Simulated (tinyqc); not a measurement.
Power iteration on a symmetric matrix, step by step. Computed by tinyqc, a small Python program that keeps every step. Settings: method = power, shift = 0.61. Command: `OMP_NUM_THREADS=1 python tinyqc.py 29067 29068 out.jsonl` (the two numbers bound the seeds that draw the settings). One thread of a shared host (Intel(R) Xeon(R) Processor @ 2.60GHz), about 0.01 s of CPU time with the checks.

A, lower triangle:
```
,1,2,3
1,0.214000
2,-0.019000,2.175000
3,-0.361000,0.141000,3.082000
```

Stop when the residual |A v - lambda v| is below 1e-9.

Steps:
```
step,lambda,residual
1,2.85599270,6.10e-01
2,3.05341496,3.01e-01
3,3.11161286,1.86e-01
4,3.13396757,1.15e-01
5,3.14247921,7.08e-02
6,3.14566783,4.32e-02
7,3.14685383,2.63e-02
8,3.14729374,1.60e-02
9,3.14745674,9.76e-03
10,3.14751712,5.94e-03
11,3.14753948,3.61e-03
12,3.14754776,2.20e-03
13,3.14755082,1.34e-03
14,3.14755196,8.14e-04
15,3.14755238,4.96e-04
16,3.14755254,3.02e-04
17,3.14755259,1.84e-04
18,3.14755261,1.12e-04
19,3.14755262,6.80e-05
20,3.14755262,4.14e-05
21,3.14755263,2.52e-05
22,3.14755263,1.53e-05
23,3.14755263,9.32e-06
24,3.14755263,5.67e-06
25,3.14755263,3.45e-06
26,3.14755263,2.10e-06
27,3.14755263,1.28e-06
28,3.14755263,7.78e-07
29,3.14755263,4.73e-07
30,3.14755263,2.88e-07
```

Can the last value be used, and what does the course show?

Not by the stop rule, although the second column moves by less than 1e-07 over the last three steps. Not converged in 30 steps: the residual falls only by the ratio of the two largest distances of eigenvalues from the shift, 0.61 a step. all eigenvalues, for comparison: 0.169257  2.154190  3.147553.
